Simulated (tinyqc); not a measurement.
What each parameter of the potential does: deformation potentials from a strained empirical pseudopotential.

Diamond lattice, no spin-orbit coupling. Atomic form factor V(q) = a1 (q^2 - a2)/(a3 exp(a4 q^2) - 1) in rydberg with q in 1/bohr, for the unstrained cell. Under a strain e the reciprocal vectors and k go over into (1 + e)^(-1) G, the atoms sit at +/- tau with tau = (1 + e) a (1,1,1)/8 - zeta a (eyz, ezx, exy)/4, and H(G,G') = c |k + G|^2 delta + (V(q)/det(1 + e)) cos(q.tau), q = G - G', with the term q = 0 left out; c = hbar^2/2m0. The basis is fixed before straining: all G with |k + G|^2 up to 16 (2 pi/a)^2. k is given in units of 2 pi/a of the unstrained cell.

Constants: hbar^2/2m0 = 3.80998211 eV angstrom^2; Ry = 13.60569312 eV; a0 (Bohr radius) = 0.5291772105 angstrom.

Values chosen for the exercise (a germanium-sized cell with gaps well above those of Ge; not measured data): a = 5.659 angstrom (lattice constant); a1 = 0.395; a2 = 2.412; a3 = 2.053; a4 = 0.455; kD = 0.82 2 pi/a (position of the Delta minimum).

Gaps from the valence top to level 5 at Gamma and level 5 at (kD,0,0) and L, and their deformation potentials [E(+h) - E(-h)]/(3 ln((1 + h)/(1 - h))) for e = +/- h 1, h = 0.002. The row for the lattice constant keeps V(q) without the volume factor, so it is not a strain.

Results for these values:

| case | Gamma (eV) | Delta (eV) | L (eV) | potential Gamma (eV) | potential Delta (eV) | potential L (eV) |
|---|---|---|---|---|---|---|
| base | 1.665 | 1.232 | 1.148 | -8.89 | 0.87 | -2.90 |

What happens to each result for a3 = 2.032, all else kept?

Answer: Gamma rises from 1.665 to 1.687; Delta rises from 1.232 to 1.330; L rises from 1.148 to 1.211; potential Gamma falls from -8.89 to -8.99; potential Delta falls from 0.87 to 0.85; potential L falls from -2.90 to -2.93.

The same for each parameter in turn:

| case | Gamma (eV) | Delta (eV) | L (eV) | potential Gamma (eV) | potential Delta (eV) | potential L (eV) |
|---|---|---|---|---|---|---|
| base | 1.665 | 1.232 | 1.148 | -8.89 | 0.87 | -2.90 |
| a = 5.716 angstrom | 1.462 | 1.465 | 1.200 | -9.08 | 0.56 | -3.10 |
| a1 = 0.399 | 1.689 | 1.302 | 1.196 | -8.98 | 0.84 | -2.93 |
| a2 = 2.388 | 1.802 | 1.169 | 1.166 | -8.84 | 0.93 | -2.86 |
| a3 = 2.032 | 1.687 | 1.330 | 1.211 | -8.99 | 0.85 | -2.93 |
| a4 = 0.45 | 1.727 | 1.307 | 1.210 | -9.04 | 0.78 | -2.99 |

Run: tinyqc, `OMP_NUM_THREADS=1 python tinyqc.py 1880489 1880490 out.jsonl`; Intel(R) Xeon(R) Processor @ 2.30GHz, one thread, shared host; about 0.2 s of CPU time with all checks.
